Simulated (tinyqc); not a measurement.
Fermi level against carrier density: pi bands of a honeycomb layer in tight binding.

Constants: hbar^2/2m0 = 3.80998211 eV angstrom^2.

Parameters, chosen for this exercise (out of a larger set: of the size used for graphene; not measured data): D = 0.032 eV (+D on A, -D on B).

hbar v = 6.63243 eV angstrom

Cone with four flavours: n = kF^2/pi, EF = sqrt(D^2 + (hbar v kF)^2), density of states 2 EF/(pi (hbar v)^2), quantum capacitance e^2 times it (1 e^2/(eV angstrom^2) = 1602.177 microF/cm^2), cyclotron mass 2c EF/(hbar v)^2, c = hbar^2/2m0; 1e12/cm^2 = 1e-4/angstrom^2.

Filling:
```
n (1e12/cm^2)  kF (1/angstrom)  EF (eV)  Cq (microF/cm^2)  cyclotron mass (m0)
0.10                   0.00560   0.0491             1.137               0.0085
0.25                   0.00886   0.0669             1.552               0.0116
0.50                   0.01253   0.0891             2.065               0.0154
1.00                   0.01772   0.1218             2.825               0.0211
2.00                   0.02507   0.1693             3.926               0.0293
4.00                   0.03545   0.2373             5.502               0.0411
10.00                  0.05605   0.3731             8.652               0.0646
20.00                  0.07927   0.5267            12.213               0.0912
```

How do the results move, and what explains it?

From 1 to 4e12/cm^2 EF rises by a factor 1.948, less than two because the gap 2D = 0.064 eV still counts. Capacitance and mass grow in proportion to EF counted from mid-gap, so hardly at all while a large gap term dominates it; in a parabolic band both are constant; Cq is 2.82 microF/cm^2 at 1e12/cm^2, against 3.45 for 1 nm of a dielectric with eps = 3.9.

Program tinyqc; command `OMP_NUM_THREADS=1 python tinyqc.py 1482232 1482233 out.jsonl`; about 0.01 s on one thread of a shared Intel(R) Xeon(R) Processor @ 2.30GHz.
